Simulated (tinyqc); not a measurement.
# p-type polysilicon, carrier trapping at grain boundaries, step by step

Numbers from tinyqc (`OMP_NUM_THREADS=1 python tinyqc.py 2830019 2830020 out.jsonl`; about 0.01 s on one thread of a shared Intel Xeon 2.30GHz). Printed values are rounded.

One-dimensional grains of size Lg, uniform ionised doping N, monovalent traps Qt at each boundary at a depth Et below (for electrons) or above (for holes) the band edge there, abrupt depletion of width W on each side of a boundary, Boltzmann statistics. xi is the distance from the band edge at the grain centre to the Fermi level. Trapped charge Qt/(1 + exp((xi + VB - Et)/Vt)) = 2 N W, barrier VB = q N W^2/(2 eps0 eps_r).

Inputs (values chosen for the exercise); values of the order met in polycrystalline silicon:
```
symbol,value,unit,meaning
T,300,K,temperature
eps_r,11.7,,relative permittivity
NB,2.65e19,cm^-3,valence-band density of states at T
Lg,78,nm,grain size
Qt,4.6e12,cm^-2,trap density of a grain boundary
Et,0.46,eV,depth of the trap level from the majority band edge at the boundary
ms,0.38,m0,mass for thermionic emission
fe,0.12,,correction factor of the emission rate
mug,41,cm^2/(V s),mobility inside the grains
N,3.4e18,cm^-3,doping
```

Constants: q = 1.602176634e-19 C, kB = 1.380649e-23 J/K, m0 = 9.1093837015e-31 kg, Vt = kB T/q, eps0 = 8.8541878128e-14 F/cm where lengths are in cm. Results are converted to the units shown.

## Starting value

W = 4.1 nm.

W at the start = 4.1 nm

## Iteration 1: new W

Partly depleted grain, xi = Vt ln(NB/N): f = 1/(1 + exp((xi + VB - Et)/Vt)), g = Qt f - 2 N W, g' = -2 Qt f (1 - f) VB/(W Vt) - 2 N, W(new) = W - g/g'.

VB = 0.0441970 V
f = 0.999999
g = 1.81200e12 cm^-2
g' = -6.80003e11 cm^-2/nm
W after iteration 1 = 6.76469 nm

## Iteration 2: new W

As before.

VB = 0.120315 V
f = 0.999985
g = -5.85261e7 cm^-2
g' = -6.80097e11 cm^-2/nm
W after iteration 2 = 6.76460 nm

## Course of the iteration

Stop when the step is below 1e-10 nm, or after 40 iterations.

Course of the iteration:

| iteration | W before the step (nm) | step (nm) |
|---|---|---|
| 1 | 4.1 | 2.66 |
| 2 | 6.76469 | -8.61e-5 |
| 3 | 6.76460 | -8.06e-13 |

Converged in 3 iterations.

## Depletion width, Fermi level and barrier

If the trap equation with xi = Vt ln(NB/N) has a root W < Lg/2, the grain is partly depleted; otherwise W = Lg/2 and the trap equation gives xi = Et - VB + Vt ln(Qt/(N Lg) - 1). N* = Qt/Lg.

N* = 5.89744e17 cm^-3
W = 6.76460 nm
xi = 0.0530837 V
VB = 0.120312 V
share of traps filled = 0.999985

N is 5.77 N*, and the grain is partly depleted; VB = 4.65 Vt.

## Resistivity and effective mobility

n0 = NB exp(-xi/Vt); mean density n0 (1 - 2 W/Lg) by charge balance in a partly depleted grain, and n0 (sqrt(pi)/2) erf(u)/u with u = sqrt(VB/Vt) in a fully depleted one; v = sqrt(kB T/(2 pi ms m0)); barrier resistivity Vt exp(VB/Vt)/(q fe n0 v Lg); grain resistivity (1 - 2 W/Lg)/(q n0 mug); effective mobility 1/(q mean density total resistivity).

n0 = 3.4e18 cm^-3
mean density = 2.81027e18 cm^-3
v = 4.36391e6 cm/s
barrier resistivity = 1.21985 ohm cm
grain resistivity = 0.0370080 ohm cm
resistivity = 1.25686 ohm cm
effective mobility = 1.76708 cm^2/(V s)

The resistivity is 28.1 times that of a single crystal with the same N and mobility mug, and the mean density is 82.7 % of N.
